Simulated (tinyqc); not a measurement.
Strain-driven roughening and islands of a mismatched epitaxial film: one step, computed by the program tinyqc.

Film and substrate share isotropic elastic constants; the film is coherent and biaxially strained.

Task: Elastic energy of the flat film. M = 2 G (1 + nu)/(1 - nu); stress = M f; energy density w = M f^2.

Inputs (values chosen for the exercise, for a model film): misfit |f| = 0.0254; shear modulus G = 37.1 GPa; Poisson ratio nu = 0.32.

Give: biaxial modulus M; stress; energy density w.

Result:

biaxial modulus M = 144.0 GPa

stress = 3.658 GPa

energy density w = 92.93 MJ/m^3
